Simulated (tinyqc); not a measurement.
Single-oscillator infrared dielectric function of a polar cubic crystal: one step, computed by the program tinyqc. Command: `OMP_NUM_THREADS=1 python tinyqc.py 3013091 3013092 out.jsonl infrared walk`. One thread of a shared host (Intel(R) Xeon(R) Processor @ 2.30GHz), about 0.01 s of CPU time with the checks.

One ion pair, charges +Z* and -Z*, in a cell of volume Omega = a^3/4. Frequencies omega are given as wavenumbers (1/cm); eps_s is the static dielectric constant.

Problem. Surface and particle modes. Without damping, eps(omega) = -x eps_m gives omega^2 = omega_TO^2 (eps_s + x eps_m)/(eps_inf + x eps_m): x = 1 for a flat surface at large wave vector, x = 2 for the dipole mode of a small sphere. The reflectivity R for light from vacuum (not from the medium eps_m) vanishes where eps = 1, omega^2 = omega_TO^2 (eps_s - 1)/(eps_inf - 1).

Inputs (values chosen for the exercise, modelled on zinc selenide): omega_TO = 210 1/cm; eps_inf = 6.07; eps_m of the surrounding medium = 2.1.

Structure: zinc blende. Free carriers: absent.

eps_s = 9.063340

Give: surface mode; sphere mode; zero of R.

Solution.

surface mode = 245.5 1/cm

sphere mode = 238.6 1/cm

zero of R = 264.8 1/cm
